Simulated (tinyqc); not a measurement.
Grain growth, pinning, strength and diffusional creep of a polycrystal or thin film: one step, computed by the program tinyqc.

One mean grain size d describes the structure.

Task: Diffusional creep at T_c. Nabarro-Herring rate = 14 sigma Omega D_l/(k_B T d^2), D_l = D0 exp(-Q_l/(k_B T)); Coble rate = 14 pi sigma Omega delta D_b/(k_B T d^3), delta D_b = delta D0b exp(-Q_b/(k_B T)); they are equal at d_x = pi delta D_b/D_l.

Inputs (values chosen for the exercise, for a model solid):
```
quantity                         value        unit
atomic volume Omega              10.94  angstrom^3
anneal temperature T               766           K
lattice diffusion energy Q_l      3.27          eV
boundary diffusion energy Q_b     1.42          eV
lattice prefactor D0           0.00012       m^2/s
boundary prefactor delta D0b   2.1e-14       m^3/s
applied stress sigma                48         MPa
service temperature T_c            695           K
```

grain size d = 114.2128 nm

Constants: k_B = 1.380649e-23 J/K; k_B = 8.617333262e-05 eV/K.

Give: Nabarro-Herring rate; Coble rate; crossover size d_x; time to 1 % strain.

Result:

Nabarro-Herring rate = 1.367e-14 1/s

Coble rate = 0.001712 1/s

crossover size d_x = 1.430e+10 micrometre

time to 1 % strain = 5.842 s

Boundary diffusion carries the creep, by a factor 1.3e11.
